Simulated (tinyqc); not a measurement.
Carrier statistics of a doped semiconductor with parabolic bands: sweeps and comparisons. A value that a table varies takes the place of the one given here.

Eg(T) = Eg0 - al T^2/(T + be); m_de = Mv^(2/3) (ml mt^2)^(1/3); m_dh = (mhh^(3/2) + mlh^(3/2))^(2/3); Nc and Nv from N = 2 (m kB T/(4 pi c))^(3/2) with c = hbar^2/2m0, in 1/angstrom^3; times 1e24 for 1/cm^3.

Energies are counted from Ev, so Ec = Eg. n = Nc F_1/2((EF - Eg)/kT), p = Nv F_1/2(-EF/kT), ND+ = ND/(1 + 2 exp((EF - Eg + ED)/kT)), NA- = NA/(1 + 4 exp((EA - EF)/kT)); neutrality asks p + ND+ = n + NA-. F_j(eta) = (1/Gamma(j + 1)) integral_0^infinity x^j dx/(1 + exp(x - eta)), which tends to exp(eta) for eta << 0.

Constants: hbar^2/2m0 = 3.80998211 eV angstrom^2; kB = 8.617333262e-05 eV/K.

Inputs chosen for the exercise (near those of Ge; the results hold for these values, not for the real material):
- Eg0 = 0.7421 eV (gap at 0 K)
- al = 0.000475 eV/K (Varshni alpha)
- be = 240 K (Varshni beta)
- ml = 1.52 m0 (longitudinal electron mass)
- mt = 0.079 m0 (transverse electron mass)
- Mv = 4 (equivalent valleys)
- mhh = 0.344 m0 (heavy-hole mass)
- mlh = 0.0438 m0 (light-hole mass)
- ND = 4.4e+15 1/cm^3 (donors)
- NA = 2.3e+12 1/cm^3 (acceptors)
- ED = 0.0118 eV (donor level below Ec)
- EA = 0.0111 eV (acceptor level above Ev)
- T = 250 K

## Temperature

Neutrality solved at each temperature; ni = sqrt(Nc Nv) exp(-Eg/2kT).

Carriers (1/cm^3):
```
T (K)  EF (eV)         n         p  majority / |ND - NA|        ni  Eg (eV)
10      0.7345  1.10e+13    <1e-99               0.00251    <1e-99   0.7419
20      0.7316  5.83e+14    <1e-99                 0.132  4.83e-77   0.7414
40      0.7221  3.13e+15  2.71e-74                 0.712  9.23e-30   0.7394
77      0.6954  4.23e+15  2.11e-28                 0.962  9.46e-07   0.7332
120     0.6575  4.35e+15  3.25e-10                 0.989  1.19e+03   0.7231
200     0.5765  4.38e+15  8.55e+03                 0.997  6.12e+09   0.6989
300     0.4637  4.39e+15  8.60e+10                 0.999  1.94e+13   0.6629
400     0.3455  4.75e+15  3.61e+14                  1.08  1.31e+15   0.6233
500     0.2828  2.04e+16  1.61e+16                  4.65  1.81e+16   0.5816
600     0.2544  1.13e+17  1.09e+17                  25.8  1.11e+17   0.5385
```

Ionisation is incomplete: the majority density is below 90 % of the net doping at 10, 20 and 40 K, down to a share of 0.0025. It is within 10 % of the net doping at 77, 120, 200, 300 and 400 K. At 500 and 600 K thermal pairs lift it more than 10 % above the net doping; ni has reached 1.11e+17 1/cm^3 at 600 K against a net doping of 4.40e+15. EF goes from 0.735 eV to 0.254 eV, where midgap is 0.269 eV and the intrinsic level (Boltzmann) 0.253 eV.

## Doping level

Only donors are present (NA = 0); eta is the distance of EF beyond the conduction edge in units of kT.

Neutral state:
```
ND (1/cm^3)  EF (eV)  majority (1/cm^3)  ionised share     eta
1.0e+14       0.4399           1.00e+14          1.000  -11.22
1.0e+15       0.4895           1.00e+15          1.000   -8.91
1.0e+16       0.5390           9.95e+15          0.995   -6.62
1.0e+17       0.5878           9.57e+16          0.957   -4.35
1.0e+18       0.6325           7.38e+17          0.738   -2.28
3.0e+18       0.6507           1.64e+18          0.548   -1.43
1.0e+19       0.6685           3.46e+18          0.346   -0.60
3.0e+19       0.6838           6.19e+18          0.206    0.11
```

The impurity level lies at 0.6697 eV. The ionised share falls from 1.000 to 0.206 as EF passes through it between 1e+19 and 3e+19 1/cm^3 (share 1/3 there); it is below one half from 1e+19 1/cm^3 on. Over the last two rows the doping grows threefold and the majority density by a factor 1.79. EF comes within 3 kT of the majority band edge from 1e+18 1/cm^3 on. Above roughly 3e+17 1/cm^3 (N^(1/3) a = 0.26, with the radius a = sqrt(c/(m E)) from the ionisation energy E and the mass (ml mt^2)^(1/3)) the levels merge with the band and real ionisation is complete; sharp levels then overstate freeze-out.

## What each input does

Neutrality solved anew for each case. Each row changes one parameter from the base and keeps the others.

Results:
```
case                  EF (eV)  n (1/cm^3)  p (1/cm^3)
base                   0.5213    4.39e+15    1.25e+08
T = 290 K              0.4754    4.39e+15    2.76e+10
ND = 2.2e+15 1/cm^3    0.5064    2.20e+15    2.49e+08
NA = 2.99e+12 1/cm^3   0.5213    4.39e+15    1.25e+08
Eg0 = 0.7921 eV        0.5713    4.39e+15    1.22e+07
mt = 0.0948 m0         0.5174    4.39e+15    1.49e+08
mhh = 0.4128 m0        0.5213    4.39e+15    1.62e+08
ED = 0.0177 eV         0.5213    4.39e+15    1.25e+08
```

The largest shifts from the base row, up to three for each result and ties (the steps differ in size, so this ranks the rows, not the parameters). EF (eV): Eg0 +0.0500, T -0.0460, ND -0.0149; unchanged at the printed digits by NA, mhh and ED. n (1/cm^3): ND -2.19e+15; unchanged at the printed digits by T, NA, Eg0, mt, mhh and ED. p (1/cm^3): T +2.74e+10, ND +1.24e+08, Eg0 -1.12e+08; unchanged at the printed digits by NA and ED.

tinyqc: `OMP_NUM_THREADS=1 python tinyqc.py 1682071 1682072 out.jsonl`; about 0.01 s, one thread, shared Intel(R) Xeon(R) Processor @ 2.30GHz.
